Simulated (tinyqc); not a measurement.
# Strain-driven roughening and islands of a mismatched epitaxial film, step by step

A worked calculation. Computed by tinyqc, a small Python program that keeps every step. Command: `OMP_NUM_THREADS=1 python tinyqc.py 3025207 3025208 out.jsonl island walk`. One thread of a shared host (Intel(R) Xeon(R) Processor @ 2.30GHz), about 0.01 s of CPU time with the checks. Intermediate numbers are printed to about 7 digits and carried at full precision; extremes and crossings named in words are read from the listed rows.

Film and substrate share isotropic elastic constants; the film is coherent and biaxially strained.

Inputs (values chosen for the exercise, modelled on In(0.5)Ga(0.5)As on GaAs): misfit |f| = 0.0337; shear modulus G = 38.4 GPa; Poisson ratio nu = 0.31; surface energy gamma = 0.761 J/m^2; contact angle of the shallow shape theta_1 = 12.1 degrees; contact angle of the steep shape theta_2 = 29.8 degrees; facet energy of shape 1 over gamma = 0.999; facet energy of shape 2 over gamma = 0.9881; wetting energy gamma_s - gamma = 0.48 J/m^2; decay length of wetting delta = 0.32 nm; surface mobility D_s nu_s Omega^2/(k_B T) = 5.9e-35 m^6/(J s); initial ripple amplitude A0 = 0.19 nm; ripple wavelength over the critical one = 1.5; island volume V = 1400 nm^3.

Transport: surface diffusion.

Constants: e = 1.602176634e-19 C.

## Elastic energy of the flat film

M = 2 G (1 + nu)/(1 - nu); stress = M f; energy density w = M f^2.

biaxial modulus M = 145.8087 GPa

stress = 4.913753 GPa

energy density w = 165.5935 MJ/m^3

## Asaro-Tiller-Grinfeld instability

A ripple A cos(k x) has the surface chemical potential per volume [gamma k^2 - 2 (1 + nu) w k] A cos(k x), so k_c = 2 (1 + nu) w/gamma. With surface diffusion the amplitude grows at the rate q = B k^2 [2 (1 + nu) w k - gamma k^2], fastest at k_m = (3/4) k_c. B is the surface mobility.

k_c = 0.5701116 1/nm

critical wavelength = 11.02097 nm

fastest wavelength = 14.69463 nm

growth time 1/q at k_m = 1.998942 s

A ripple of A0 needs about 2.7 s to reach a twentieth of its wavelength.

## A ripple of given wavelength

A ripple A cos(k x) has the surface chemical potential per volume [gamma k^2 - 2 (1 + nu) w k] A cos(k x), so k_c = 2 (1 + nu) w/gamma. With surface diffusion the amplitude grows at the rate q = B k^2 [2 (1 + nu) w k - gamma k^2], fastest at k_m = (3/4) k_c. B is the surface mobility. Stress at the trough = stress x (1 + 2 k A).

k = 0.3800744 1/nm

rate q = 0.4684692 1/s

q over the largest rate = 0.9364426

stress concentration at A0 = 1.144428

The ripple grows.

## Wetting layer

The surface energy depends on thickness as gamma + (gamma_s - gamma) exp(-h/delta). Its curvature adds W2 = (gamma_s - gamma) exp(-h/delta)/delta^2 to the restoring terms; the flat film is stable while W2 > (1 + nu)^2 w^2/gamma, which gives h_c = delta ln[(gamma_s - gamma) gamma/(delta^2 (1 + nu)^2 w^2)], or 0 if negative.

wetting-layer thickness h_c = 1.385012 nm

Layer-by-layer growth up to h_c, then roughening: the Stranski-Krastanov mode.

## Island nucleation

Shallow faceted island (Tersoff form): E = 4 Gam V^(2/3) tan^(1/3)(theta) - 6 c V tan(theta), Gam = gamma [x/sin(theta) - 1/tan(theta)], x the facet energy over gamma, c = stress^2 (1 - nu)/(2 pi G). The barrier is the maximum of E, at V_c = [4 Gam/(9 c)]^3 / tan^2(theta) (1 GPa nm = 1 J/m^2).

c = 0.06905015 GPa

Gam of shape 1 = 0.07702542 J/m^2

critical volume, shape 1 = 2.651468 nm^3

barrier, shape 1 = 0.7349351 eV

Gam of shape 2 = 0.1842644 J/m^2

critical volume, shape 2 = 5.086511 nm^3

barrier, shape 2 = 3.766403 eV

The shallow shape has the lower barrier. Each barrier is a third of the surface term at V_c and scales as Gam^3/c^2, that is as f^(-4). Caution: a critical island of a few cubic nanometres holds a few hundred atoms at most, and edge energies, left out here, matter.

## Which shape at the volume V

The two energies cross at V_x^(1/3) = 4 [Gam_2 t2^(1/3) - Gam_1 t1^(1/3)]/(6 c (t2 - t1)), t = tan(theta); mu = dE/dV.

E of shape 1 = -632.0715 eV

E of shape 2 = -1595.211 eV

crossing volume V_x = 23.91127 nm^3

jump of mu at V_x, shape 2 less shape 1 = -49.48465 MJ/m^3

At V the steep shape is lower. At V_x the chemical potential drops, so islands that have turned steep grow at the cost of the shallow ones. Caution: the shallow-slope form overstates the relaxation of facets steeper than about 25 degrees.

## Scaling with the misfit

A ripple A cos(k x) has the surface chemical potential per volume [gamma k^2 - 2 (1 + nu) w k] A cos(k x), so k_c = 2 (1 + nu) w/gamma. With surface diffusion the amplitude grows at the rate q = B k^2 [2 (1 + nu) w k - gamma k^2], fastest at k_m = (3/4) k_c. V_c = [4 Gam/(9 c)]^3/tan^2(theta), barrier = (4/3) Gam V_c^(2/3) tan^(1/3)(theta); the growth time is 1/q at k_m.

Misfit scaled at fixed constants:
```
|f| (%)  fastest wavelength (nm)  growth time (s)  V_c of shape 1 (nm^3)  barrier of shape 1 (eV)
0.8425                  235.1141     1.310026e+05           1.086041e+04             1.881434e+02
1.1795                  119.9562     8.876786e+03           1.442375e+03             4.897527e+01
1.6850                   58.7785     5.117290e+02           1.696939e+02             1.175896e+01
2.3590                   29.9890     3.467494e+01           2.253710e+01             3.060954e+00
3.3700                   14.6946     1.998942e+00           2.651468e+00             7.349351e-01
4.7180                    7.4973     1.354490e-01           3.521422e-01             1.913096e-01
```

Halving the misfit stretches the wavelength 4 times, the barrier 16 times, the volume 64 times and the time 256 times: f^(-2), f^(-4), f^(-6), f^(-8). Over these rows the time spans 6.0 decades: strongly mismatched films tend to roughen first, while dilute alloys have time to stay flat. Rows with wavelengths under 10 nm or volumes under 5 nm^3 are beyond the continuum picture.

Checks made by the program: k_m against a numerical maximum of the rate (relative difference 4e-10).
